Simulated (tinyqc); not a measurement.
# Weibull slope from two areas

Question. Oxide breakdown times follow a Weibull law, F = 1 - exp(-(t/t63)^beta). For defects spread at random t63 goes as A^(-1/beta). Find beta and the time at which the share Fp of the area-A2 devices has failed, t63(A2) (-ln(1 - Fp))^(1/beta).

Parameters, values chosen for the exercise:
- A1 = 4500 um^2 (area of a test capacitor)
- A2 = 1.2e6 um^2 (gate area of the product)
- Fp = 0.001 (allowed share of failed products)

t63 at the areas A1 and A2 (s): 92  21.153148

Solution. beta = ln(A2/A1)/ln(t63(A1)/t63(A2)).

beta = 3.80
time to Fp = 3.44 s

tinyqc, about 0.01 s, one thread, Intel Xeon 2.30GHz (shared host): `OMP_NUM_THREADS=1 python tinyqc.py 2070141 2070142 out.jsonl`
